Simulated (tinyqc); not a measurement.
Against thickness at fixed field: leakage through a gate insulator: direct, Fowler-Nordheim, trap-assisted and Poole-Frenkel currents. Computed by tinyqc, a small Python program. Command: `OMP_NUM_THREADS=1 python tinyqc.py 3029476 3029477 out.jsonl oxideleak walk`. One thread of a shared host (Intel(R) Xeon(R) Processor @ 2.30GHz), about 0.01 s of CPU time with the checks.

Electrons enter from the cathode Fermi level at x = 0; the conduction band of the insulator lies phi_b - e F x above it, F = V/t. WKB exponents use a parabolic band with mass m.

Inputs (values chosen for the exercise, with an insulator like SiO2):
```
quantity                          value   unit
thickness t                         6.7     nm
barrier phi_b                      2.96     eV
tunnelling mass m                  0.42    m_0
static constant eps_ox             3.77      -
voltage across the insulator V      2.1      V
trap depth phi_t                    1.5     eV
trap density N_t                1.9e+18  cm^-3
attempt rate nu_0                 3e+12    1/s
activation of capture E_a          0.11     eV
temperature T                       350      K
```

Constants: hbar^2/(2 m_0) = 3.80998212 eV angstrom^2; e = 1.602176634e-19 C; hbar = 1.054571817e-34 J s; k_B = 8.617333262e-05 eV/K.

Method:
- For a level a distance phi(x) below the band, the WKB exponent is 2 int kappa dx with kappa = sqrt(m phi/(hbar^2/2m_0)); for a linear barrier from phi_1 down to phi_2 = max(phi_1 - e F d, 0) it is G = (4/3) sqrt(m/(hbar^2/2m_0)) (phi_1^(3/2) - phi_2^(3/2))/(e F).
- J_tun = e^3 F^2/(16 pi^2 hbar m phi_b) x exp(-G) / [1 - sqrt(phi_2/phi_b)]^2 with the free-electron mass in the cathode (m in m_0), phi_2 = max(phi_b - e V, 0): direct tunnelling for e V < phi_b, Fowler-Nordheim above. Image forces, back-flow and the limit on supply are left out, so J_tun is overstated below about 0.5 V.
- Equivalent oxide thickness = 3.9 t/eps_ox.
- A trap at depth x lies phi_t below the band. Capture: tunnel at the cathode Fermi level from 0 to x (G_in from phi_1 = phi_b), rate nu_0 exp(-G_in - E_c/k_B T) with E_c = E_a + max(phi_b - phi_t - e F x, 0), the last term being the height of the trap above the cathode Fermi level. Emission: tunnel from the trap level to the anode (G_out from phi_1 = phi_t over t - x), rate nu_0 exp(-G_out - E_a/k_B T). Re-emission to the cathode follows from detailed balance, rate_back = rate_in exp(dE/k_B T) with dE = phi_b - phi_t - e F x. Each trap passes R = rate_in rate_out/(rate_in + rate_back + rate_out) electrons per second; filling from the anode is left out.
- J_TAT = e N_t int_0^t R dx by the midpoint rule on 400 intervals; the most effective depth is the midpoint with the largest R, rounded to 0.01 nm.

field F = 3.13433 MV/cm

Currents:
```
t (nm)   V (V)  J_tun (A/cm^2)  J_TAT (A/cm^2)
1.2     0.3761      4.8985e+03      8.5281e-19
1.6     0.5015      3.9648e+01      1.0228e-18
2.2     0.6896      4.4135e-02      1.3291e-18
3.0     0.9403      9.4081e-06      2.0887e-18
4.0     1.2537      5.7039e-10      5.3260e-18
5.5     1.7239      1.5156e-15      1.7148e-17
7.5     2.3507      1.9502e-21      1.6728e-17
10.0    3.1343      7.0462e-25      1.6723e-17
```

What does the comparison show, and why?

Between the first rows J_tun falls by 5.23 decades per nm. J_TAT overtakes J_tun between 5.5 and 7.5 nm. Below about 0.5 V the formula for J_tun, which has no back-flow, overstates the current.

Extremes, crossings and ranges named in words are read from the listed rows.
